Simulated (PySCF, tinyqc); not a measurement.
G0W0 on RHF in the sto-3g basis, for H3+, spin multiplicity 1, step by step. The lowest restricted solution is unstable here: a spin-polarised one lies 0.0051 hartree lower (PySCF). One step of it, computed by the program tinyqc.

Task: Screening: direct RPA. With D = e_a - e_i and K = (ia|jb): diagonalise D^(1/2) (D + 4K) D^(1/2) = Z w^2 Z^T; X + Y = D^(1/2) Z w^(-1/2), each column of Z with its largest component positive (the first on a tie); E_c = (sum w - tr (D + 2K)) / 2.

orbital energies (hartree): MO1 -0.874997, MO2 -0.335033, MO3 0.136173

Two-electron integrals over orbitals (pq|rs), unique and non-zero (hartree):
```
(11|11) 0.536189    (21|21) 0.147202    (22|11) 0.452047    (22|22) 0.512102
(31|11) 0.091708    (31|22) -0.049312   (31|31) 0.141579    (32|21) -0.144954
(32|32) 0.161395    (33|11) 0.542274    (33|22) 0.480051    (33|31) 0.079659
(33|33) 0.576191
```

Give: D^(1/2) (D + 4K) D^(1/2); excitation energies w; X + Y; RPA correlation energy.

Result:

D^(1/2) (D + 4K) D^(1/2) (hartree^2):
```
        1>2     1>3
1>2  0.6095  0.0000
1>3  0.0000  1.5951
```

excitation energies w (hartree): 0.7807  1.2630

X + Y:
```
          1       2
1>2  0.8316  0.0000
1>3  0.0000  0.8948
```

RPA correlation energy = -0.042509 hartree
